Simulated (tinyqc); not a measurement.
Empirical pseudopotential in a few plane waves, step by step. One step of it, computed by the program tinyqc.

Task: Levels at k. Diagonalise the Hermitian matrix.

H(k) at k (eV), lower triangle:
```
           +0+0+0     -1-1-1     -1-1+1     -1+1-1     -1+1+1     +1-1-1     +1-1+1     +1+1-1
+0+0+0   1.516263
-1-1-1   2.434031  25.918361
-1-1+1  -2.434031   0.000000  20.758446
-1+1-1  -2.434031   0.000000   0.244902  15.813527
-1+1+1  -2.434031  -0.244902   0.000000   0.000000  10.653612
+1-1-1  -2.434031   0.000000   0.244902   0.244902   0.000000  24.628382
+1-1+1  -2.434031  -0.244902   0.000000   0.000000   0.244902   0.000000  19.468467
+1+1-1  -2.434031  -0.244902   0.000000   0.000000   0.244902   0.000000   0.244902  14.523548
+1+1+1   2.434031   0.000000  -0.244902  -0.244902   0.000000  -0.244902   0.000000   0.000000
-2+0+0   0.000000  -2.434031  -2.434031  -2.434031   2.434031   0.750413  -0.750413  -0.750413
+0-2+0   0.000000  -2.434031  -2.434031   0.750413  -0.750413  -2.434031   2.434031  -0.750413
+0+0-2   0.000000  -2.434031   0.750413  -2.434031  -0.750413  -2.434031  -0.750413   2.434031
+0+0+2   0.000000  -0.750413   2.434031  -0.750413  -2.434031  -0.750413  -2.434031   0.750413
+0+2+0   0.000000  -0.750413  -0.750413   2.434031  -2.434031  -0.750413   0.750413  -2.434031
+2+0+0   0.000000  -0.750413  -0.750413  -0.750413   0.750413   2.434031  -2.434031  -2.434031

           +1+1+1     -2+0+0     +0-2+0     +0+0-2     +0+0+2     +0+2+0     +2+0+0
+1+1+1   9.363633
-2+0+0  -0.750413  24.305887
+0-2+0  -0.750413   0.244902  33.120742
+0+0-2  -0.750413   0.244902   0.244902  28.175823
+0+0+2  -2.434031  -0.244902  -0.244902   0.000000  17.855993
+0+2+0  -2.434031  -0.244902   0.000000  -0.244902   0.244902  12.911075
+2+0+0  -2.434031   0.000000  -0.244902  -0.244902   0.244902   0.244902  21.725930
```

Give: eigenvalues.

Result:

eigenvalues (eV): -1.170  6.472  9.460  10.514  15.048  16.237  17.360  18.507  20.814  23.004  24.078  25.180  28.726  30.944  35.564
